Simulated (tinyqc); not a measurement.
Conductance against temperature: phonon transmission through an interface between two chains by Green functions. Computed by tinyqc, a small Python program. Command: `OMP_NUM_THREADS=1 python tinyqc.py 3025109 3025110 out.jsonl agf walk`. One thread of a shared host (Intel(R) Xeon(R) Processor @ 2.30GHz), about 0.01 s of CPU time with the checks.

Two semi-infinite chains (masses m_1, m_2; springs k_1, k_2), motion along the chain. The central region holds the end atom of each chain and two interlayer atoms of mass m_b, joined by springs k_b. lambda = omega^2 in eV/(angstrom^2 u); nu = 15.6333042 THz x sqrt(lambda).

Inputs (values chosen for the exercise, for two model chains):
```
quantity                          value           unit
mass m_1                           77.3              u
spring k_1                         2.34  eV/angstrom^2
mass m_2                           41.6              u
spring k_2                          2.6  eV/angstrom^2
junction spring k_b                1.88  eV/angstrom^2
interlayer mass m_b                37.1              u
probe frequency / lower band top   0.78              -
```

Atoms in the interlayer: two.

Constants: nu for 1 eV/(angstrom^2 u) = 15.6333042 THz; h x 1 THz = 4.135667696 meV; k_B = 8.617333262e-05 eV/K; k_B = 1.380649e-23 J/K; h = 6.62607015e-34 J s.

Method:
- nu_max = 15.6333042 THz x 2 sqrt(k/m); impedance Z = sqrt(k m); long-wave transmission 4 Z_1 Z_2/(Z_1 + Z_2)^2; the probe frequency is the given share of the lower band top.
- In chain i, sin(q_i a/2) = nu/nu_max,i. An outgoing wave makes the next atom move as exp(i q_i a) times the end atom, so the lead adds the self-energy Sigma_i = -k_i exp(i q_i a) to the force-constant matrix; Gamma_i = -2 Im Sigma_i = 2 k_i sin(q_i a).
- A = lambda M - K - Sigma over the central atoms, with K_ii the sum of the springs at i, K_(i,i+1) = -k_b; G = inverse of A; transmission = Gamma_1 Gamma_2 |G_(first,last)|^2.
- Landauer conductance G = k_B int tau(nu) x^2 e^x/(e^x - 1)^2 d nu, x = h nu/(k_B T), from 0 to the lower band top (240 Gauss-Legendre points in s from 0 to 1, nu = nu_top sin(pi s/2)); tau is the transmission, and its thermal mean is G over the value for tau = 1 in the same window; the quantum is g_0 = pi^2 k_B^2 T/(3 h).

band top of chain 1 = 5.44000 THz

band top of chain 2 = 7.81665 THz

Conductance:
```
T (K)  G (pW/K)  mean transmission     G/g_0  G for transmission 1 (pW/K)
1       0.93078            0.98346   0.98346                      0.94643
5        4.6332            0.97910   0.97910                       4.7322
20       17.867            0.94405   0.94393                       18.926
50       40.261            0.91039   0.85080                       44.224
100      56.352            0.88995   0.59542                       63.321
200      63.215            0.88135   0.33397                       71.725
400      65.237            0.87885   0.17232                       74.230
800      65.765            0.87820  0.086859                       74.886
```

What follows from these numbers?

At 1 K G/g_0 = 0.983; as T goes to 0 it tends to the long-wave transmission, where only the impedances count. Towards high T all modes count more and more alike; at 800 K G is 65.8 pW/K and the mean transmission is 0.878, which is at least 0.7 of the low-T value.

Extremes, crossings and ranges named in words are read from the listed rows.
